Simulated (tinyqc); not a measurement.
From results back to parameters: mean-field antiferromagnet of the Hubbard model on the simple cubic lattice. Two cases, with inputs chosen for the exercise.

Problem. In the insulating state f(E-) = 1 and f(E+) = 0, so the gap equation is 1 = (U/2) mean 1/sqrt(e-^2 + Delta^2). Delta is given and U is hidden.

e(k) = -2 t (cx + cy + cz) - 4 t2 (cx cy + cy cz + cz cx), ci = cos ki; one electron a site; Q = (pi, pi, pi). <n_up - n_dn> = m cos(Q.R) gives Delta = U m/2 and bands E = e+ -/+ sqrt(e-^2 + Delta^2), e+- = (e(k) +- e(k + Q))/2 (the constant U/2 is dropped). Means run over the mesh k_i = 2 pi (j + 1/2)/N of the whole zone: mu from mean(f(E-) + f(E+)) = 1; m(out) = mean of Delta (f(E-) - f(E+))/sqrt(e-^2 + Delta^2); free energy per site F = -kT mean[ln(1 + exp(-(E- - mu)/kT)) + ln(1 + exp(-(E+ - mu)/kT))] + mu + U m^2/4.

Case 1.

Classes of points:
```
|e-| (eV)  e+ (eV)  points
1.2728      0.0000      48
3.8184      0.0000      16
```

Delta = 2.73731 eV

Case 2.

Classes of points:
```
|e-| (eV)  e+ (eV)  points
0.7212      0.0000      48
2.1637      0.0000      16
```

Delta = 0.77672 eV

Find: mean 1/sqrt(e-^2 + Delta^2); U; m.

Solution. Form the weighted mean over the classes; U = 2/mean and m = 2 Delta/U.

Case 1.

mean 1/sqrt(e-^2 + Delta^2) = 0.302 1/eV
U = 6.63 eV
m = 0.826

Case 2.

mean 1/sqrt(e-^2 + Delta^2) = 0.816 1/eV
U = 2.45 eV
m = 0.634

Computed by tinyqc, one run a case: `OMP_NUM_THREADS=1 python tinyqc.py N N+1 out.jsonl` with N = 1681028, 1681139; one thread of a shared Intel(R) Xeon(R) Processor @ 2.30GHz, about 0.1 s a run at most.
